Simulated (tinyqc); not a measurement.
How many bands a k.p model needs: band 5 from Gamma to K: k.p theory built from an empirical-pseudopotential calculation at Gamma.

Empirical pseudopotential on the fcc lattice, atoms at +/- tau, tau = a (1,1,1)/8, no spin-orbit coupling. H(G,G') = c (2 pi/a)^2 |k + G|^2 delta + VS(q) cos(q.tau) + i VA(q) sin(q.tau), q = G - G', c = hbar^2/2m0; k and G in units of 2 pi/a; VS at |q|^2 = 3, 8, 11 and VA at 3, 4, 11, in rydberg, zero elsewhere. The basis is fixed: all 65 G with |G|^2 up to Gcut. Energies are counted from the fourth level at Gamma.

k.p in the lowest n states at Gamma: H_nm = (E_n + c k^2) delta + 2 c k.<n|G|m>, k in 1/angstrom; with all states of the basis it is exact.

Constants: hbar^2/2m0 = 3.80998211 eV angstrom^2; Ry = 13.60569312 eV.

Values chosen for the exercise (near those of ZnSe; the results hold for these values, not for the real material):
- a = 5.652 angstrom (lattice constant)
- VS = (-0.228, 0.031, 0.061) Ry (symmetric form factors)
- VA = (0.18, 0.118, 0.03) Ry (antisymmetric form factors)
- Gcut = 16 (2 pi/a)^2 (largest |G|^2 of the fixed basis)

Band 5 (counted from below) at k = f (0.75, 0.75, 0) 2 pi/a; n ends on whole multiplets.

Energies (eV):
```
f       n = 8  n = 15  n = 27  n = 65 (exact)
0.000   3.171   3.171   3.171           3.171
0.125   3.567   3.560   3.557           3.557
0.250   4.374   4.322   4.310           4.308
0.375   5.224   5.060   5.034           5.030
0.500   6.071   5.656   5.613           5.605
0.625   6.972   5.929   5.888           5.870
0.750   7.977   5.762   5.731           5.691
0.875   9.113   5.432   5.393           5.326
1.000  10.394   5.131   5.065           4.968
```

What can be read from this table?

With n = 8 the band stays within 0.05 eV of the exact one up to f = 0.125 (error at K: +5.427 eV). With n = 15 the band stays within 0.05 eV of the exact one up to f = 0.375 (error at K: +0.163 eV). With n = 27 the band stays within 0.05 eV of the exact one up to f = 0.750 (error at K: +0.097 eV). A smaller basis can only raise a level. The exact band has its minimum on these points at f = 0.000; n = 8 puts it at f = 0.000.

(tinyqc, `OMP_NUM_THREADS=1 python tinyqc.py 1051139 1051140 out.jsonl`, Intel(R) Xeon(R) Processor @ 2.30GHz, 1 thread, shared host, about 0.3 s.)
